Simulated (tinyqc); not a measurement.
Leakage through a gate insulator: direct, Fowler-Nordheim, trap-assisted and Poole-Frenkel currents: one step, computed by the program tinyqc.

Electrons enter from the cathode Fermi level at x = 0; the conduction band of the insulator lies phi_b - e F x above it, F = V/t. WKB exponents use a parabolic band with mass m.

Task: One trap at several depths. For a level a distance phi(x) below the band, the WKB exponent is 2 int kappa dx with kappa = sqrt(m phi/(hbar^2/2m_0)); for a linear barrier from phi_1 down to phi_2 = max(phi_1 - e F d, 0) it is G = (4/3) sqrt(m/(hbar^2/2m_0)) (phi_1^(3/2) - phi_2^(3/2))/(e F). A trap at depth x lies phi_t below the band. Capture: tunnel at the cathode Fermi level from 0 to x (G_in from phi_1 = phi_b), rate nu_0 exp(-G_in - E_c/k_B T) with E_c = E_a + max(phi_b - phi_t - e F x, 0), the last term being the height of the trap above the cathode Fermi level. Emission: tunnel from the trap level to the anode (G_out from phi_1 = phi_t over t - x), rate nu_0 exp(-G_out - E_a/k_B T). Re-emission to the cathode follows from detailed balance, rate_back = rate_in exp(dE/k_B T) with dE = phi_b - phi_t - e F x. Each trap passes R = rate_in rate_out/(rate_in + rate_back + rate_out) electrons per second; filling from the anode is left out. Depths: t times 0.08, 0.2, 0.32, 0.44, 0.56, 0.68, 0.8 and 0.92, rounded to 0.01 nm.

Inputs (values chosen for the exercise, with an insulator like Al2O3):

| quantity | value | unit |
|---|---|---|
| thickness t | 3.5 | nm |
| barrier phi_b | 2.26 | eV |
| tunnelling mass m | 0.37 | m_0 |
| voltage across the insulator V | 2.6 | V |
| trap depth phi_t | 1.5 | eV |
| attempt rate nu_0 | 2e+12 | 1/s |
| activation of capture E_a | 0.23 | eV |
| temperature T | 400 | K |

Constants: k_B = 8.617333262e-05 eV/K; hbar^2/(2 m_0) = 3.80998212 eV angstrom^2.

Give: Rates.

Result:

Rates:

| x (nm) | G_in | G_out | E_c (eV) | rate in (1/s) | rate back (1/s) | rate out (1/s) | R (1/s) |
|---|---|---|---|---|---|---|---|
| 0.28 | 2.562 | 10.276 | 0.782 | 2.1653e+01 | 1.9517e+08 | 8.7196e+04 | 9.6696e-03 |
| 0.70 | 6.166 | 10.276 | 0.470 | 5.0304e+03 | 5.3146e+06 | 8.7196e+04 | 8.1125e+01 |
| 1.12 | 9.459 | 10.276 | 0.230 | 1.9735e+05 | 2.4439e+04 | 8.7196e+04 | 5.5693e+04 |
| 1.54 | 12.409 | 10.224 | 0.230 | 1.0325e+04 | 1.4986e-01 | 9.1815e+04 | 9.2810e+03 |
| 1.96 | 14.971 | 9.088 | 0.230 | 7.9658e+02 | 1.3552e-06 | 2.8607e+05 | 7.9437e+02 |
| 2.38 | 17.073 | 7.222 | 0.230 | 9.7346e+01 | 1.9412e-11 | 1.8481e+06 | 9.7341e+01 |
| 2.80 | 18.576 | 4.849 | 0.230 | 2.1653e+01 | 5.0611e-16 | 1.9822e+07 | 2.1653e+01 |
| 3.22 | 19.004 | 2.061 | 0.230 | 1.4126e+01 | 3.8700e-20 | 3.2202e+08 | 1.4126e+01 |

The most effective of these traps sits at 1.12 nm, 32 % of the way; where rate back exceeds rate out, re-emission drains the trap, and elsewhere the slower forward step limits R; the best depth is near where rate in and rate out cross.
